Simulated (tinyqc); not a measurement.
# Estimate of lattice thermal conductivity from elastic moduli (Slack, Klemens and Cahill formulas), step by step

A worked calculation. Computed by tinyqc, a small Python program that keeps every step. Command: `OMP_NUM_THREADS=1 python tinyqc.py 3011373 3011374 out.jsonl slack walk`. One thread of a shared host (Intel(R) Xeon(R) Processor @ 2.30GHz), about 0.01 s of CPU time with the checks. Intermediate numbers are printed to about 7 digits and carried at full precision; extremes and crossings named in words are read from the listed rows.

An isotropic solid.

Inputs (values chosen for the exercise, for a model crystal):
```
quantity                               value        unit
bulk modulus B                           280         GPa
shear modulus G                          137         GPa
volume per atom V                       11.4  angstrom^3
mean atomic mass M                      53.6           u
atoms per primitive cell n                 8           -
volume expansion coefficient alpha_V    14.9       ppm/K
temperature T                            900           K
disorder parameter Gamma              0.0018           -
grain size d                             770          nm
```

Grueneisen parameter: from thermal expansion.

Constants: u = 1.6605390666e-27 kg; hbar = 1.054571817e-34 J s; k_B = 1.380649e-23 J/K; h = 6.62607015e-34 J s.

## Velocities, Poisson ratio and Debye temperature

rho = M/V; vL = sqrt((B + 4G/3)/rho), vT = sqrt(G/rho); v_m = [(vL^-3 + 2 vT^-3)/3]^(-1/3); Poisson ratio sigma = (3B - 2G)/(6B + 2G); Theta = hbar v_m (6 pi^2/V)^(1/3)/k_B.

density rho = 7807.447 kg/m^3

vL = 7698.030 m/s

vT = 4188.956 m/s

v_m = 4672.893 m/s

Poisson ratio sigma = 0.2896622

Debye temperature Theta = 618.1503 K

## Grueneisen parameter

gamma = alpha_V B V/(3 k_B), with the classical heat capacity 3 k_B per atom.

Grueneisen parameter gamma = 1.148272

## Conductivity of the perfect crystal

Slack, an estimate for T near or above Theta_a: kappa = A M Theta_a^3 delta n^(1/3)/(gamma^2 T) in W/(m K), with M in u, delta = V^(1/3) in angstrom, Theta_a = Theta n^(-1/3) and A = 2.43e-6/(1 - 0.514/gamma + 0.228/gamma^2).

acoustic Debye temperature Theta_a = 309.0752 K

A = 3.350380e-06

kappa of the perfect crystal = 20.11180 W/(m K)

## Point defects and grains

High-temperature forms with the classical heat capacity. Klemens: kappa/kappa_0 = arctan(u)/u, u^2 = pi^2 Theta V Gamma kappa_0/(h v_m^2). Grains: 1/kappa_poly = 1/kappa + 1/(C v_m d/3), C = 3 k_B/(n V), the acoustic branches alone.

disorder scale u = 0.4171548

kappa with point defects = 19.05366 W/(m K)

grain-boundary limit = 544.7096 W/(m K)

kappa of the polycrystal = 18.40970 W/(m K)

Point defects remove 5 % of kappa. Grains remove a further 3 %.

## Minimum conductivity

Cahill minimum: kappa_min = (pi/6)^(1/3) k_B V^(-2/3) sum over L, T, T of v (T/Theta_i)^2 int_0^(Theta_i/T) x^3 e^x/(e^x - 1)^2 dx, Theta_i = Theta v_i/v_m (64 Gauss-Legendre points). Its high-temperature limit is (1/2) (pi/6)^(1/3) k_B V^(-2/3) (vL + 2 vT).

kappa_min = 1.708265 W/(m K)

its high-temperature limit = 1.765872 W/(m K)

kappa_poly/kappa_min = 10.77684

## All estimates against temperature

The formulas are those given above.

Kappa (W/(m K)):
```
T (K)  perfect crystal  with point defects  polycrystal   minimum
200           90.50312            74.08847     65.21788  1.058352
300           60.33541            52.24843     47.67541  1.358170
400           45.25156            40.43472     37.64060  1.509668
550           32.91022            30.23110     28.64151  1.619963
750           24.13416            22.63770     21.73443  1.684145
1000          18.10062            17.23561     16.70697  1.718906
1300          13.92356            13.40165     13.07984  1.737762
1700          10.64743            10.33742     10.14489  1.749320
```

The perfect crystal follows 1/T. With point defects the exponent runs from -0.86 to -0.97 (the strong-disorder limit is -1/2), and with grains from -0.77 to -0.95. At the highest T it is still 5.8 times the minimum. Rows below Theta_a = 309 K are outside the range of the Slack formula.

Checks made by the program: arctan(u)/u against the Debye integral of 1/(1 + u^2 y^2) (relative difference below 1e-10).
